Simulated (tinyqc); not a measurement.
Donor or exciton in a quantum well (variational effective-mass method): one step, computed by the program tinyqc.

Electron and hole in their lowest subbands f(z) = cos(pi z/L); relative in-plane motion exp(-rho/lambda) (separable trial function), H = -nabla_rho^2 - 2/sqrt(rho^2 + (z_e - z_h)^2) in effective units. Mass and screening are the same in well and barrier; l = L/a* is the width in effective units. Bands are flat: no polarisation or applied field.

Question. Best radius. k = pi/l; f = cos(k z) inside and zero outside. Binding E_b(lambda) = -1/lambda^2 + (8/lambda^2) int_0^l P(z) g(z) dz, with P(z) = (2/l) [(1 - z/l)(1 + cos(2 pi z/l)/2) + (3/(4 pi)) sin(2 pi z/l)] the distribution of |z_e - z_h| and g(z) = int_z^infinity exp(-2 sqrt(r^2 - z^2)/lambda) dr = int_0^infinity exp(-2 rho/lambda) rho/sqrt(rho^2 + z^2) d rho; 40 Gauss-Legendre points in z and 40 in t with rho = lambda t/(1 - t). Golden-section search for the maximum over lambda from 0.3 to 4, 40 steps.

Inputs (values chosen for the exercise, modelled on GaN): electron mass m = 0.194 m_0; well width L = 4.3 nm.

Centre: exciton. Barriers: infinite.

l = 1.130114

Ry* = 19.62901 meV

a* = 3.804927 nm

Give: best lambda; binding in Ry*; binding energy; radius lambda a*.

Answer.

best lambda = 0.9099 a*

binding in Ry* = 1.972

binding energy = 38.70 meV

radius lambda a* = 3.462 nm

Confinement changes the binding by a factor 1.972 against the bulk value (limits: 4 in two dimensions, 1 inside a wide well, which this separable form does not reach). Caution: so narrow a well has large confinement energy, where non-parabolicity and barrier penetration matter.
